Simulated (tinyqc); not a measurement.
Optical gain and spontaneous emission in a bulk direct-gap semiconductor: one step. Occupations and gain at E. Two cases, with inputs chosen for the exercise.

Problem. Use mr and alpha from the table.

For band j the electron sits at Ee = (E - Eg) mr/me above its edge and the hole at Eh = (E - Eg) mr/mj; fe = 1/(1 + exp((Ee - Fc)/kT)), fh = 1/(1 + exp((Eh - Fv)/kT)); gain g = sum_j alpha_j (fe + fh - 1).

Case 1.

Values chosen (near those of InGaAs; not measured data): E = 0.837 eV (photon energy); Eg = 0.768 eV (direct gap); me = 0.0413 m0 (electron mass); mhh = 0.465 m0 (heavy-hole mass); mlh = 0.0527 m0 (light-hole mass).

mr, J and alpha of each hole band:
```
hole     mr (m0)  J (1/(eV angstrom^3))  alpha (1/cm)
heavy  0.0379311            1.32191e-05      3748.565
light  0.0231544            6.30463e-06      1787.811
```

Fc = 0.190416 eV
Fv = -0.043352 eV
kT = 0.03446933 eV

Case 2.

Values chosen (near those of InGaAs; not measured data): E = 0.821 eV (photon energy); Eg = 0.763 eV (direct gap); me = 0.0411 m0 (electron mass); mhh = 0.447 m0 (heavy-hole mass); mlh = 0.053 m0 (light-hole mass).

mr, J and alpha of each hole band:
```
hole     mr (m0)  J (1/(eV angstrom^3))  alpha (1/cm)
heavy  0.0376392            1.19801e-05      3503.114
light  0.0231488            5.77819e-06      1689.607
```

Fc = 0.041959 eV
Fv = -0.087524 eV
kT = 0.03016067 eV

Give: Energies, occupations and gain of each hole band; total gain.

Solution.

Case 1.

Energies, occupations and gain of each hole band:
```
hole   Ee (eV)  Eh (eV)     fe     fh  g (1/cm)
heavy   0.0634   0.0056  0.976  0.195       637
light   0.0387   0.0303  0.988  0.106       167
```

total gain = 804 1/cm

E - Eg = 0.0690 eV is below Fc + Fv = 0.1471 eV, so both bands give gain (Bernard-Duraffourg).

Case 2.

Energies, occupations and gain of each hole band:
```
hole   Ee (eV)  Eh (eV)     fe     fh  g (1/cm)
heavy   0.0531   0.0049  0.409  0.045     -1916
light   0.0327   0.0253  0.576  0.023      -677
```

total gain = -2592 1/cm

E - Eg = 0.0580 eV is above Fc + Fv = -0.0456 eV, so both bands give loss (Bernard-Duraffourg).

Computed by tinyqc, one run a case: `OMP_NUM_THREADS=1 python tinyqc.py N N+1 out.jsonl` with N = 1651041, 1651239; one thread of a shared Intel(R) Xeon(R) Processor @ 2.30GHz, about 0.08 s a run at most.
